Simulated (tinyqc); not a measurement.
Well width for a wanted wavelength.

Question. The layer is x parts of the first compound and 1 - x of the second, grown coherently on the third as substrate and barrier. Rows of the table: lattice constant a, average valence level Ea on an absolute scale, spin-orbit splitting so, gaps at Gamma, X and L, hydrostatic deformation potentials av and ac (Gamma), shear potential b, elastic constants, electron and heavy-hole (along z) masses. All are interpolated linearly in x; gaps get -C x (1 - x), taken wholly in the conduction band; real line-ups can differ from this model by 0.1 eV or more. In-plane strain e = (a_substrate - a)/a, e_z = -2 (c12/c11) e, volume change 2 e + e_z. With v = 2 e + e_z and d = 2 b (e_z - e): Eav = Ea + av v; E_hh = Eav + so/3 - d/2; E_lh = Eav - so/6 + d/4 + sqrt(so^2 + so d + 9 d^2/4)/2; E_c = Ea + so/3 + EG + ac v (Gamma). Substrate: E_v = Ea + so/3, E_c = E_v + EG. Well depths: dEc = E_c(substrate) - E_c, dEhh = E_hh - E_v(substrate), dElh likewise; strained Gamma gap E_c - max(E_hh, E_lh); positive values confine carriers in the layer. Lowest level of a finite well of width Lw and depth V: kw Lw/2 = arctan(sqrt((mw/mb)(V - E)/E)), kw = sqrt(mw E/C), C = hbar^2/(2 m0), for electrons (dEc) and heavy holes (dEhh), mb from the substrate; transition E_c - E_hh + both levels, without exciton binding; wavelength h c/E. Find Lw and the two levels.

Inputs (values chosen for the exercise): fraction of the first compound in the layer x = 0.44; bowing of the Gamma gap CG = 1.43 eV; bowing of the X gap CX = 1.2 eV; bowing of the L gap CL = 1.2 eV.

Constants: q = 1.602176634e-19 C, hbar = 1.054571817e-34 J s, h = 6.62607015e-34 J s, m0 = 9.1093837015e-31 kg, c = 299792458 m/s, hbar^2/(2 m0) = 0.0380998212 eV nm^2. Results are converted to the units shown.

Binary compounds, values chosen for the exercise:
```
              close to GaSb  close to GaAs  close to InP
a (angstrom)          6.096          5.653         5.869
Ea (eV)               -6.25          -6.92         -7.04
so (eV)               0.754          0.335         0.109
EG (eV)               0.722           1.41          1.33
EX (eV)                1.04            1.9          2.21
EL (eV)               0.817           1.71          1.92
av (eV)               0.793           1.16          1.26
ac (eV)               -6.89          -7.15         -5.07
b (eV)                -1.98          -1.72         -1.71
c11 (GPa)              87.4            119           102
c12 (GPa)              40.5           53.5          56.7
me (m0)              0.0385          0.067        0.0794
mh (m0)               0.248           0.35         0.531
```

wavelength = 1515.5999 nm

Solution. Both levels fall steadily as the well widens, so the wavelength rises steadily and one width matches.

Lw = 4.000 nm
electron level = 37.51 meV
heavy-hole level = 44.58 meV

Numbers from tinyqc (`OMP_NUM_THREADS=1 python tinyqc.py 2690036 2690037 out.jsonl`; about 0.01 s on one thread of a shared Intel Xeon 2.30GHz).
